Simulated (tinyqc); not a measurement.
# Surface potential of a MOS transistor: implicit equation and explicit approximations, step by step

tinyqc, about 0.01 s, one thread, Intel Xeon 2.30GHz (shared host): `OMP_NUM_THREADS=1 python tinyqc.py 2122221 2122222 out.jsonl` Printed values are rounded.

p-type body, charge-sheet picture, depletion and inversion only, full ionisation (an idealisation for deep acceptors), Boltzmann statistics (rough once Na exp(x - xn) passes about Nc/7). In units of Vt: xg = (Vg - Vfb)/Vt, x = psi/Vt, G = gamma/sqrt(Vt), xn = (2 phiF + Vc)/Vt. The implicit equation is (xg - x)^2 = G^2 [x - 1 + exp(x - xn)] for x above about 3. Cox = eps0 eox/tox.

Inputs (values chosen for the exercise); band and dielectric values close to those of silicon: temperature T = 350 K; band gap Eg = 1.11 eV; relative permittivity eps_r = 11.5; conduction-band density of states at T Nc = 3.52e19 cm^-3; valence-band density of states at T Nv = 3.38e19 cm^-3; relative permittivity of the gate insulator (close to silicon dioxide) eox = 3.9; insulator thickness tox = 4.6 nm; acceptor density Na = 4.2e17 cm^-3; flat-band voltage Vfb = -0.32 V; channel-body voltage Vc = 1 V; gate-body voltage Vg = 2.31 V.

Constants: q = 1.602176634e-19 C, kB = 1.380649e-23 J/K, Vt = kB T/q, eps0 = 8.8541878128e-14 F/cm where lengths are in cm. Results are converted to the units shown.

## Scales

ni = sqrt(Nc Nv) exp(-Eg/(2 Vt)), Eg in volts; phiF = Vt ln(Na/ni); gamma = sqrt(2 q eps0 eps_r Na)/Cox; VT = Vfb + Vt (xn + G sqrt(xn - 1)).

phiF = 0.422044 V
gamma = 0.493131 V^0.5
G = 2.83950
xn = 61.1422
VT = 2.18825 V
xg = 87.1997

## Explicit approximation

Depletion value a = 1 + [sqrt(G^2/4 + xg - 1) - G/2]^2; inversion value b = xn + ln[(xg - xn)^2/G^2 - xn + 1] and first guess y = min(a, b) - ln(1 + exp(-|a - b|)) if a > xn + 1, else b = y = a; one second-order correction with D = exp(y - xn), p = 2 (xg - y) + G^2 (1 + D), w = (xg - y)^2 - G^2 (y - 1 + D): z = y + 2 w/(p + sqrt(p^2 - 2 (2 - G^2 D) w)), or the Newton step z = y + w/p where the root is not real.

a = 64.5616
b = 64.3232
y = 63.7421
p = 163.532
w = -64.1743
z = 63.2802

The root of the implicit equation is x = 63.2930; y misses it by 0.45 and z by -0.013, in units of Vt.

## Starting value

x = a rounded to two decimals.

x at the start = 64.56

## Iteration 1: new x

D = exp(x - xn), f = (xg - x)^2 - G^2 (x - 1 + D), f' = -2 (xg - x) - G^2 (1 + D), x(new) = x - f/f'.

D = 30.5035
f = -245.858
f' = -299.285
x after iteration 1 = 63.7385

## Iteration 2: new x

As before.

D = 13.4148
f = -63.5809
f' = -163.145
x after iteration 2 = 63.3488

## Course of the iteration

Stop when the step is below 1e-11, or after 60 iterations.

Course of the iteration:
```
iteration  x before the step      step
1                      64.56    -0.821
2                    63.7385    -0.390
3                    63.3488   -0.0550
4                    63.2938  -8.44e-4
5                    63.2930  -1.91e-7
6                    63.2930   < 1e-13
```

Converged in 6 iterations.

## Potential, charges and gate control

converged x = 63.2930

psi = Vt x; N_dep = Cox Vt G sqrt(x - 1)/q; N_inv = (Cox Vt G/q) [sqrt(x - 1 + exp(x - xn)) - sqrt(x - 1)]; dpsi/dVg = 1/[1 + G^2 (1 + exp(x - xn))/(2 (xg - x))].

psi = 1.90896 V
N_dep = 3.16700e12 cm^-2
N_inv = 2.1136e11 cm^-2
dpsi/dVg = 0.382044

psi lies 2.2 Vt above 2 phiF + Vc.
